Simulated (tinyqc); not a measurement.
What moves the results: Slater-Koster d bands of a bcc metal. A value that a table varies takes the place of the one given here.

Slater-Koster d bands. For a bond with direction cosines (l, m, n) the 5 x 5 block is dds Ps + ddp Pp + ddd (1 - Ps - Pp), the projectors on sigma, pi and delta states about the bond; for instance <xy|xy> = 3 l^2 m^2 dds + (l^2 + m^2 - 4 l^2 m^2) ddp + (n^2 + l^2 m^2) ddd, <xy|yz> = 3 l m^2 n dds + l n (1 - 4 m^2) ddp + l n (m^2 - 1) ddd and <3z2-r2|3z2-r2> = (n^2 - (l^2 + m^2)/2)^2 dds + 3 n^2 (l^2 + m^2) ddp + (3/4)(l^2 + m^2)^2 ddd. H(k) sums the blocks times cos(k.R) over the neighbours; the d level is the zero of energy; k in 2 pi/a.

Neighbours: eight at (a/2)(1,1,1) and equivalents, and six at a(1,0,0) and equivalents with the integrals times f2.

Mesh: k = f1 b1 + f2 b2 + f3 b3 with fractions (j + 1/2)/N, j = 0 to N - 1, and b = (-1,1,1), (1,-1,1), (1,1,-1) for fcc, (0,1,1), (1,0,1), (1,1,0) for bcc, unit vectors for simple cubic. The lowest Nd/10 of all levels are filled with two electrons each; the bond energy is their sum per atom.

Inputs chosen for the exercise (of the size met in Ta; not measured data): dds = -1.429 eV (dd sigma); ddp = 0.829 eV (dd pi); ddd = -0.186 eV (dd delta); f2 = 0.487 (factor on all three integrals for second neighbours); N = 10 (mesh).

## Band filling: full bands against the rectangular model

W = sqrt(12 mu2) with mu2 the mean square level on the mesh; rectangular model: Fermi level W (Nd/10 - 1/2), bond energy -W Nd (10 - Nd)/20. The Fermi level of the mesh is the highest filled level.

Per atom (eV):

| Nd | EF, bands | bond energy, bands | EF, rectangle | bond energy, rectangle |
|---|---|---|---|---|
| 1 | -3.478 | -3.949 | -3.551 | -3.995 |
| 2 | -2.921 | -7.095 | -2.664 | -7.103 |
| 3 | -2.216 | -9.677 | -1.776 | -9.323 |
| 4 | -0.986 | -11.407 | -0.888 | -10.654 |
| 5 | 0.754 | -11.272 | 0.000 | -11.098 |
| 6 | 1.475 | -10.100 | 0.888 | -10.654 |
| 7 | 1.839 | -8.418 | 1.776 | -9.323 |
| 8 | 2.225 | -6.438 | 2.664 | -7.103 |
| 9 | 3.161 | -3.796 | 3.551 | -3.995 |

W = 8.879 eV
full width on the mesh = 10.378 eV

The bond energy is deepest at Nd = 4 (-11.407 eV); the rectangle has its minimum at 5. The two differ most at Nd = 7, by 0.905 eV or 8 % of the deepest value: the second moment fixes the parabola, and higher moments the rest. At Nd = 3 and 7 the bands give -9.677 and -8.418 eV, a skew towards less than half filling.

## Which lattice a d-band metal prefers

fcc has twelve neighbours, bcc eight and six (the six times f2), simple cubic six. The integrals of bcc and sc are scaled so that all three have the second moment of fcc, which stands for equal repulsion (structural energy difference theorem). s and p electrons are left out.

Bond energy per atom:

| Nd | fcc (eV) | bcc - fcc (meV) | sc - fcc (meV) |
|---|---|---|---|
| 1 | -4.760 | 304 | -133 |
| 2 | -8.175 | 169 | -26 |
| 3 | -10.726 | -194 | 410 |
| 4 | -12.297 | -576 | 763 |
| 5 | -12.694 | -27 | 826 |
| 6 | -11.901 | 503 | 368 |
| 7 | -10.083 | 583 | -234 |
| 8 | -7.502 | 237 | -699 |
| 9 | -4.084 | -200 | -808 |

scale factors: bcc 1.1285, sc 1.4142

mu3/mu2^1.5: fcc -0.185, bcc -0.178, sc 0.000

mu4/mu2^2: fcc 1.819, bcc 1.695, sc 2.303

largest change of a difference when N is raised to 14 = 28 meV

fcc is lowest for Nd = 6. bcc is lowest for Nd = 3, 4 and 5. sc is lowest for Nd = 1, 2, 7, 8 and 9. bcc gains most on fcc at Nd = 4 (-576 meV). A small fourth moment marks a two-peaked band, which tends to favour fillings near one half; bcc has -7 % against fcc, and at Nd = 5 it lies -27 meV from fcc (differences of a few tens of meV are within the error of the mesh; hcp is left out, and this d-only model can miss the lattice of the real metal). The third moments, from three-membered rings, skew the bands. That simple cubic wins anywhere comes from keeping d bands and equal second moments alone; no transition metal takes it. Differences below about 28 meV are within the error of this mesh, and the s and p electrons left out weigh most where the d band is nearly empty or full.

## What each integral does

Levels at Gamma, E(t2g) = (8/3) dds + (16/9) ddp + (32/9) ddd + f2 (4 ddp + 2 ddd), E(eg) = (16/3) ddp + (8/3) ddd + f2 (3 dds + 3 ddd), and W = sqrt(12 mu2), the width of a rectangular band with the same second moment mu2 = z (dds^2 + 2 ddp^2 + 2 ddd^2)/5, z = 8 + 6 f2^2. Each row changes one parameter from the base and keeps the others.

Results:

| case | t2g (eV) | eg (eV) | W (eV) |
|---|---|---|---|
| base | -1.5645 | 1.5658 | 8.8786 |
| dds = -1.2147 eV | -0.9930 | 1.8789 | 8.1251 |
| ddp = 0.9533 eV | -1.1014 | 2.2288 | 9.4261 |
| ddd = -0.2139 eV | -1.6909 | 1.4507 | 8.9070 |
| f2 = 0.56 | -1.3496 | 1.2121 | 9.0921 |

The largest shifts from the base row, up to three for each result and ties (the steps differ in size, so this ranks the rows, not the parameters). t2g (eV): dds +0.5715, ddp +0.4631, f2 +0.2149. eg (eV): ddp +0.6629, f2 -0.3537, dds +0.3131. W (eV): dds -0.7535, ddp +0.5474, f2 +0.2135. The ratio of the shifts of t2g and eg names the integral: it is the ratio of the coefficients in the two formulas.

Program tinyqc; command `OMP_NUM_THREADS=1 python tinyqc.py 1451406 1451407 out.jsonl`; about 0.03 s on one thread of a shared Intel(R) Xeon(R) Processor @ 2.30GHz.
